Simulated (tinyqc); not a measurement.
Leakage currents through a thin dielectric. Which input was changed? Computed by tinyqc, a small Python program. Command: `OMP_NUM_THREADS=1 python tinyqc.py 3001069 3001070 out.jsonl leak which`. One thread of a shared host (Intel(R) Xeon(R) Processor @ 2.30GHz), about 0.3 s of CPU time with the checks.

Electrons leave an electrode with Fermi energy E_F above its band bottom; barriers are counted from the Fermi level, and both electrodes are alike.

Inputs (values chosen for the exercise, modelled on a low-k dielectric):
```
quantity                    value  unit
barrier height phi_B         2.32    eV
tunnelling mass m            0.45   m_0
static permittivity k        2.64     -
thickness t                   1.5    nm
electrode Fermi energy E_F    6.8    eV
electrode mass m_e              1   m_0
voltage V                    0.42     V
temperature T                 300     K
```

Stack: single layer.

Constants: m_0 = 9.1093837015e-31 kg; e = 1.602176634e-19 C; hbar = 1.054571817e-34 J s; k_B = 8.617333262e-05 eV/K; k_B = 1.380649e-23 J/K.

Method:
- Field F = V/t; equivalent oxide thickness 3.9 t/k.
- WKB: a layer of mass m, field F and barrier b(x) = b_0 - e F x gives the exponent (4 sqrt(2 m)/(3 hbar e F)) [b_0^(3/2) - max(b_0 - e F t, 0)^(3/2)] for b_0 > 0; b_0 = barrier - (E - E_F); the transmission is D(E) = exp(-sum of exponents), without image force.
- Tsu-Esaki: J = (e m_e k_B T/(2 pi^2 hbar^3)) int D(E) ln[(1 + exp((E_F - E)/k_B T))/(1 + exp((E_F - eV - E)/k_B T))] dE over the normal energy E (its change with the mass at an interface is neglected) from max(0, E_F - 3 eV) to E_F + largest barrier, by 100 Gauss-Legendre points in each part, split at E_F - 0.3 eV (if inside the range) and E_F + 8 k_B T.
- The mean energy weights E - E_F by the integrand.

Question. One of these inputs alone was changed, within the range given: tunnelling mass m (0.225 to 0.9); static permittivity k (1.32 to 5.28); thickness t (0.75 to 3); temperature T (150 to 600). Which one, and to what value?

Results:
```
run     equivalent oxide thickness (nm)  tunnel current density (A/cm^2)  transmission D(E_F)
before                         2.215909                         355.2747         3.151548e-07
after                          1.643258                         355.2747         3.151548e-07
```

Answer.

Each candidate set to reproduce equivalent oxide thickness, and what it then gives:
```
candidate                range searched  value needed  tunnel current density (A/cm^2)  transmission D(E_F)
tunnelling mass m (m_0)    0.225 to 0.9     no effect                                -                    -
static permittivity k      1.32 to 5.28         3.560                              355           3.1515e-07
thickness t (nm)              0.75 to 3         1.112                            27000           1.5090e-05
temperature T (K)            150 to 600     no effect                                -                    -
```

Only static permittivity k fits every result: it went from 2.64 to 3.56. The next best candidate, thickness t, misses one result by a factor of 76.
